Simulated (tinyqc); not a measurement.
Ways to converge the cycle: SCF convergence aids in the sto-3g basis, for H6, spin multiplicity 1. Computed by the program tinyqc with PySCF. RHF with one setting changed at a time; a run stops when the energy changes by less than 1e-09 hartree and the error matrix is below 1e-5. The start is the Wolfsberg-Helmholz matrix. Damping d keeps d of the old density; a shift (hartree) raises the virtual levels; DIIS n extrapolates F over n matrices.

Geometry (angstrom):

| atom | x | y | z |
|---|---|---|---|
| H | 0.0000 | 0.0000 | 0.0000 |
| H | 0.0000 | 0.0000 | 0.7600 |
| H | 0.0000 | 0.0000 | 2.0440 |
| H | 0.0000 | 0.0000 | 2.8040 |
| H | 0.0000 | 0.0000 | 4.0890 |
| H | 0.0000 | 0.0000 | 4.8480 |

lowest restricted solution found by these runs and by PySCF = -3.305862 hartree

Largest element of the error matrix X^T (FDS - SDF) X:

| iteration | plain | damping 0.3 | damping 0.6 | shift 0.4 | DIIS 3 | DIIS 8 |
|---|---|---|---|---|---|---|
| 1 | 7.7e-02 | 7.7e-02 | 7.7e-02 | 7.7e-02 | 7.7e-02 | 7.7e-02 |
| 2 | 1.3e-02 | 2.6e-02 | 4.8e-02 | 2.4e-02 | 1.3e-02 | 1.3e-02 |
| 3 | 3.3e-03 | 1.2e-02 | 3.0e-02 | 1.0e-02 | 1.8e-03 | 1.8e-03 |
| 4 | 8.2e-04 | 5.6e-03 | 1.9e-02 | 4.6e-03 | 1.6e-05 | 1.6e-05 |
| 5 | 2.0e-04 | 2.7e-03 | 1.2e-02 | 2.0e-03 | 1.2e-06 | 6.8e-07 |
| 6 | 4.9e-05 | 1.3e-03 | 8.7e-03 | 8.9e-04 | - | - |
| 8 | 2.9e-06 | 2.9e-04 | 4.3e-03 | 1.7e-04 | - | - |
| 10 | - | 6.4e-05 | 2.1e-03 | 3.3e-05 | - | - |
| 14 | - | 3.1e-06 | 5.1e-04 | - | - | - |
| 20 | - | - | 5.9e-05 | - | - | - |
| 30 | - | - | 1.6e-06 | - | - | - |

How each run ends:

| run | iterations | E (hartree) | state |
|---|---|---|---|
| plain | 8 | -3.30586 | lowest found |
| damping 0.3 | 16 | -3.30586 | lowest found |
| damping 0.6 | 33 | -3.30586 | lowest found |
| shift 0.4 | 12 | -3.30586 | lowest found |
| DIIS 3 | 5 | -3.30586 | lowest found |
| DIIS 8 | 5 | -3.30586 | lowest found |

What does the comparison show, and why?

6 of 6 runs reach the lowest restricted solution found, in 5 to 33 iterations (fastest: DIIS 3, DIIS 8). Plain steps already contract here, so damping only slows them. DIIS 3 and DIIS 8 gain by cancelling the error over several earlier matrices, much as a quasi-Newton step does.
